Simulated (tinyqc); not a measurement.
p-n diode with diffusion and depletion-layer recombination: two steps of the calculation.

Abrupt junction in the depletion approximation, low injection, full ionisation, neutral widths fixed, ohmic contact on the p side. Vj is the junction voltage; where a series resistance Rs is given, V = Vj + J Rs is the terminal voltage.

Inputs (values chosen for the exercise); band and dielectric values close to those of silicon:
- T = 250 K (temperature)
- Eg = 1.14 eV (band gap)
- eps_r = 11.5 (relative permittivity)
- Nc = 2.16e19 cm^-3 (conduction-band density of states at T)
- Nv = 2.04e19 cm^-3 (valence-band density of states at T)
- Na = 4.4e16 cm^-3 (acceptor density)
- Nd = 1.7e15 cm^-3 (donor density)
- tn = 4e-6 s (electron lifetime)
- tp = 7e-8 s (hole lifetime)
- Rs = 0.00044 ohm cm^2 (series resistance)
- Et = -0.05 eV (trap level above the intrinsic level)
- Vj = 0.48 V (junction voltage at which recombination is evaluated)
- V = 0.77 V (terminal voltage)

Constants: q = 1.602176634e-19 C, kB = 1.380649e-23 J/K, Vt = kB T/q, eps0 = 8.8541878128e-14 F/cm where lengths are in cm. Results are converted to the units shown.

Problem 1. Recombination in the depleted layer. ni = sqrt(Nc Nv) exp(-Eg/(2 Vt)), Eg in volts. Vbi = Vt ln(Na Nd/ni^2), W = sqrt(2 eps0 eps_r (Vbi - Vj)(1/Na + 1/Nd)/q), xp = W Nd/(Na + Nd), xn = W Na/(Na + Nd); u(x) = q Na (x + xp)^2/(2 eps0 eps_r) for x < 0 and Vbi - Vj - q Nd (xn - x)^2/(2 eps0 eps_r) for x > 0; p = Na exp(-u/Vt), n = Nd exp((u - Vbi + Vj)/Vt); U = ni^2 (exp(Vj/Vt) - 1)/(tp (n + ni exp(Et/Vt)) + tn (p + ni exp(-Et/Vt))); J_scr = q times the integral of U from -xp to xn. Trapezoid rule on 12 equal steps.

Find: W; x; u; n; p; U; J_scr.

Solution 1.

W = 501.7 nm

```
point  x (nm)   u (V)  n (cm^-3)  p (cm^-3)  U (cm^-3 s^-1)
0       -18.7  0.0000    4.962e8   4.400e16        1.240e14
1        23.1  0.0413    3.367e9   6.484e15        8.417e14
2        65.0  0.0904   3.289e10   6.638e14        8.222e15
3       106.8  0.1348   2.586e11   8.443e13        6.464e16
4       148.6  0.1745   1.636e12   1.334e13        4.082e17
5       190.4  0.2096   8.334e12   2.619e12        1.973e18
6       232.2  0.2400   3.417e13   6.389e11        4.410e18
7       274.0  0.2657   1.127e14   1.936e11        2.518e18
8       315.8  0.2868   2.994e14   7.291e10        1.027e18
9       357.6  0.3031   6.401e14   3.411e10        4.857e17
10      399.4  0.3148   1.101e15   1.982e10        2.829e17
11      441.3  0.3218   1.525e15   1.431e10        2.044e17
12      483.1  0.3242   1.700e15   1.284e10        1.834e17
```

J_scr = 7.687e-6 A/cm^2

Problem 2. New Vj. Diffusion current alone: J = J0 (exp(Vj/Vt) - 1), g = Vj + J Rs - V, g' = 1 + Rs J0 exp(Vj/Vt)/Vt, Vj(new) = Vj - g/g'.

Vj after iteration 1 = 0.79588161 V
J0 = J0n + J0p = 5.6218433e-14 A/cm^2

Find: J; g; g'; Vj after iteration 2.

Solution 2.

J = 622.5 A/cm^2
g = 0.2998 V
g' = 13.71
Vj after iteration 2 = 0.7740 V

Program tinyqc, `OMP_NUM_THREADS=1 python tinyqc.py 2260016 2260017 out.jsonl`; Intel Xeon 2.30GHz, shared host, one thread, about 0.01 s.
